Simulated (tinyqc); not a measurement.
# A chain with a side-coupled site and dephasing by Buettiker voltage probes: what changes with what

Sites 1 to 2 form a chain with hopping -t, and site 3 hangs on site 2 by -ts. Lead L joins site 1 and lead R site 2, both semi-infinite chains with hopping -t and site energy 0. Every site carries a probe with self-energy -i Gamma_p/2 that draws no net current. Linear response at zero temperature: mu_L = 1, mu_R = 0 in units of the bias.

Values chosen for this exercise:
- t = 1 eV (hopping (matrix element -t))
- U = [0, 0, 0.42] eV (site energies 1 to N)
- E = 0.42 eV (Fermi energy)
- gp = 0.83 eV (probe broadening Gamma_p)
- ts = 0.7 eV (hopping from site 2 to the side site 3)

Constants: q = 1.602176634e-19 C, h = 6.62607015e-34 J s. Results are converted to the units shown.

Each table varies one quantity; the others keep the values above.

## Effect of the dephasing strength

Sigma = t^2 g(E), g(x) = (x - i sqrt(4 t^2 - x^2))/(2 t^2) for |x| < 2 t and (x - sign(x) sqrt(x^2 - 4 t^2))/(2 t^2) otherwise; Gamma = -2 Im Sigma; G = (E - H - Sigma_L - Sigma_R + i Gamma_p/2)^(-1). With Gamma the broadening by one lead, T_RL = Gamma^2 |G_(2,1)|^2, T_pL = Gamma Gamma_p |G_(p,1)|^2, T_pR = Gamma Gamma_p |G_(p,2)|^2, T_pq = Gamma_p^2 |G_(p,q)|^2 for p != q. No current into probe p: W mu = T_pL with W_pp = T_pL + T_pR + sum_q T_pq and W_pq = -T_pq. Then T_eff = T_RL + sum_p T_pR mu_p, and the resistance is (h/2q^2)/T_eff. Without probes means Gamma_p = 0.

Effect of the dephasing strength:

| gp (eV) | T_RL | through probes | T_eff | resistance (kohm) |
|---|---|---|---|---|
| 0.01 | 3.790e-4 | 0.01914 | 0.01952 | 661.3 |
| 0.018 | 0.001181 | 0.03334 | 0.03452 | 373.9 |
| 0.032 | 0.003492 | 0.05606 | 0.05955 | 216.7 |
| 0.056 | 0.009567 | 0.08955 | 0.09912 | 130.2 |
| 0.1 | 0.02512 | 0.1370 | 0.1621 | 79.63 |
| 0.18 | 0.05875 | 0.1926 | 0.2514 | 51.35 |
| 0.32 | 0.1120 | 0.2417 | 0.3537 | 36.49 |
| 0.56 | 0.1644 | 0.2739 | 0.4383 | 29.45 |
| 1 | 0.1760 | 0.2911 | 0.4670 | 27.64 |
| 1.8 | 0.1229 | 0.2865 | 0.4094 | 31.53 |

What does the table show?

Without probes the transmission is 0. T_eff goes from 0.0195 through a maximum of 0.467 (at gp = 1 eV among the rows listed) to 0.409; the direct part goes from 3.79e-4 through a maximum of 0.176 (at gp = 1 eV among the rows listed) to 0.123 and the part through probes goes from 0.0191 through a maximum of 0.291 (at gp = 1 eV among the rows listed) to 0.286. Weak dephasing raises T_eff here, and the direct part too: it spoils the destructive interference with the side site.

## Coherent and dephased transmission against energy

Same model as above.

Results:

| E (eV) | T without probes | T_eff |
|---|---|---|
| -1.8 | 0.9398 | 0.5140 |
| -1.5 | 0.9641 | 0.6078 |
| -1.2 | 0.9655 | 0.6397 |
| -0.6 | 0.9404 | 0.6366 |
| -0.3 | 0.8941 | 0.6031 |
| 0 | 0.7461 | 0.5408 |
| 0.3 | 0.1900 | 0.4747 |
| 0.6 | 0.3294 | 0.4848 |
| 0.9 | 0.7538 | 0.5483 |
| 1.2 | 0.8664 | 0.5851 |
| 1.5 | 0.8948 | 0.5769 |
| 1.8 | 0.8577 | 0.4935 |

Estimate the missing row, E = -0.9 eV.

Computed row:

| E (eV) | T without probes | T_eff |
|---|---|---|
| -0.9 | 0.9586 | 0.6474 |

With this row back in the table: Without probes T lies between 0.190 and 0.965 in these rows, with them between 0.475 and 0.647. The probes lower it in 11 rows and raise it in 2; the largest relative gain is at E = 0.3 eV, where the coherent value is 0.190.

Computed by the program tinyqc: `OMP_NUM_THREADS=1 python tinyqc.py 2700115 2700116 out.jsonl`, one thread of a shared Intel Xeon 2.30GHz, about 0.01 s for the whole run.
